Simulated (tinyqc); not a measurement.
## Double-gate transistor below threshold, two-dimensional Poisson equation on a small mesh: effect of the insulator thickness

Half of a symmetric double-gate structure: row 0 is the mid-plane of the body, where the normal field vanishes. Mobile charge is neglected (subthreshold), the body is fully depleted, and potentials are counted from the intrinsic level; rows run upward to the gate, columns from source to drain.

Mesh: rows i = 0..12 in the semiconductor (step hs = tb/12, row 12 on the interface), then 8 step(s) ho = tox/8 up to the gate row 20; columns j = 0..80 (step hy = L/80). Box integration, divided by eps0: up_i = eps hy/h of the interval above row i, dn_i = that of the interval below (0 for row 0), lat_i = (sum of eps h/2 over the intervals above and below)/hy, s_i = -q Na w_i hy/eps0 with w_i the semiconductor height of the box (hs/2 for row 0 and the interface row, hs between, 0 in the insulator). Each free node obeys (up + dn + 2 lat) psi = up psi(above) + dn psi(below) + lat [psi(left) + psi(right)] + s. Fixed values: gate row Vg - Vfb; column 0 at Vbi and the last column at Vbi + Vd in the semiconductor, each running linearly to Vg - Vfb across the insulator. The system is solved directly. On row 0 the minimum of psi and its place come from a parabola through the three lowest nodes; barrier = Vbi - minimum, swing = Vt ln 10/(d psi/dVg), DIBL = (d psi/dVd)/(d psi/dVg) there. Lambda = pi/k with k the smallest positive root of tan(k tox) tan(k tb) = eox/eps_r.

Values chosen for this exercise; semiconductor permittivity close to that of gallium nitride:
- T = 400 K (temperature)
- eps_r = 9.57 (relative permittivity of the semiconductor)
- eox = 25 (relative permittivity of the insulator)
- tb = 8 nm (half the body thickness)
- L = 26 nm (channel length)
- Na = 0 cm^-3 (acceptor density of the depleted body)
- Vbi = 0.54 V (potential of the source)
- Vfb = 0.02 V (gate offset)
- Vg = -0.1 V (gate voltage)
- Vd = 0.05 V (drain voltage)

Constants: q = 1.602176634e-19 C, kB = 1.380649e-23 J/K, Vt = kB T/q, eps0 = 8.8541878128e-14 F/cm where lengths are in cm. Results are converted to the units shown.

Result of one run:
```
tox (nm)	L/Lambda	barrier (V)	place y/L	swing (mV/decade)	DIBL (mV/V)
2.1	1.471	0.4845	0.4917	106.8	165.8
```

What becomes of these results when the insulator thickness tox is changed from 2.1 to 1.5 nm, all else the same?

Result of the changed run:
```
tox (nm)	L/Lambda	barrier (V)	place y/L	swing (mV/decade)	DIBL (mV/V)
1.5	1.514	0.4975	0.4920	104.1	149.8
```

The whole series:
```
tox (nm)	L/Lambda	barrier (V)	place y/L	swing (mV/decade)	DIBL (mV/V)
1.5	1.514	0.4975	0.4920	104.1	149.8
2.1	1.471	0.4845	0.4917	106.8	165.8
2.9	1.414	0.4658	0.4912	110.8	190.5
4	1.335	0.4381	0.4904	117.5	230.5
5.5	1.226	0.3989	0.4892	128.4	295.8
7.6	1.078	0.3458	0.4871	146.8	405.9
```

As tox goes from 1.5 to 7.6 nm, the barrier falls from 0.498 to 0.346 V, the swing rises from 104 to 147 mV a decade and DIBL rises from 150 to 406 mV/V; the ideal swing is 79.4. L/Lambda goes from 1.5 to 1.1.

tinyqc, about 0.09 s, one thread, Intel Xeon 2.30GHz (shared host): `OMP_NUM_THREADS=1 python tinyqc.py 2480008 2480009 out.jsonl`
